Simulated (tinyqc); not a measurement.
Inside a calculation. Method: tight binding, honeycomb lattice. One step of it, computed by the program tinyqc.

Task: Levels at k. Diagonalise the Hermitian matrix.

H(k) at k (eV), order A, B:
```
[[1.793416, -0.144208-3.666712i],
 [-0.144208+3.666712i, -1.786584]]
```

Give: eigenvalues; weights |c|^2 of the basis functions.

Result:

eigenvalues (eV): [-4.0794, 4.0863]

weights |c|^2 of the basis functions, order A, B:
```
[[0.2808, 0.7192],
 [0.7192, 0.2808]]
```
